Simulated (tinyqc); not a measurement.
Changing the time t: Deal-Grove kinetics of thermal oxidation of silicon. Computed by tinyqc, a small Python program. Command: `OMP_NUM_THREADS=1 python tinyqc.py 3017795 3017796 out.jsonl oxide sweep`. One thread of a shared host (Intel(R) Xeon(R) Processor @ 2.30GHz), about 0.2 s of CPU time with the checks.

Oxidant diffuses through the oxide and reacts at the interface, so that dx/dt = B/(A + 2x) for the oxide thickness x.

Inputs (values chosen for the exercise, close to those used for silicon): prefactor B0 = 759 um^2/h; activation energy E_B = 1.24 eV; prefactor (B/A)0 = 6.68e+06 um/h; activation energy E_A = 1.98 eV; temperature T = 1200 C; oxidant pressure p = 1 atm; pressure exponent m of B/A = 0.78; initial oxide x_i = 0.005 um.

Ambient: dry oxygen. Surface: (111).

Constants: k_B = 8.617333262e-05 eV/K.

Method:
- B = B0 p exp(-E_B/(k_B T)), B/A = (B/A)0 p^m exp(-E_A/(k_B T)), p in atm; A = B/(B/A).
- Temperatures in kelvin are T(C) + 273.15.
- tau = (x_i^2 + A x_i)/B and x = (A/2) [sqrt(1 + 4 B (t + tau)/A^2) - 1], the root of x^2 + A x = B (t + tau).
- Silicon consumed is 0.44 times the oxide grown; the rate is B/(A + 2x).

One run for each value:
```
time t (h)  oxide thickness x (um)  final growth rate (um/h)  silicon consumed (um)
0.03                        0.0242                   0.49913                0.00845
0.074                       0.0424                   0.35216                0.01645
0.18                        0.0724                   0.23689                0.02966
0.45                        0.1226                   0.15309                0.05175
1.1                         0.2007                   0.09878                0.08610
2.7                         0.3241                   0.06328                0.14040
6.6                         0.5168                   0.04053                0.22519
16                          0.8149                   0.02605                0.35636
40                          1.2994                   0.01648                0.56953
```

Describe and explain the trends.

Over the rows, oxide thickness x (um) rises from 0.0242 to 1.30 (exponent d ln y / d ln x 0.62 between the first rows and 0.51 between the last); final growth rate (um/h) falls from 0.499 to 0.0165 (exponent d ln y / d ln x -0.39 between the first rows and -0.50 between the last); silicon consumed (um) rises from 0.00845 to 0.570 (exponent d ln y / d ln x 0.74 between the first rows and 0.51 between the last). At the high end the exponent of oxide thickness x is 0.51, close to 0.50: the parabolic law, diffusion through the oxide. At the high end the exponent of final growth rate is -0.50, close to -0.50: parabolic growth slows as t^(-1/2). The rate B/(A + 2x) falls as the film lengthens the diffusion path.
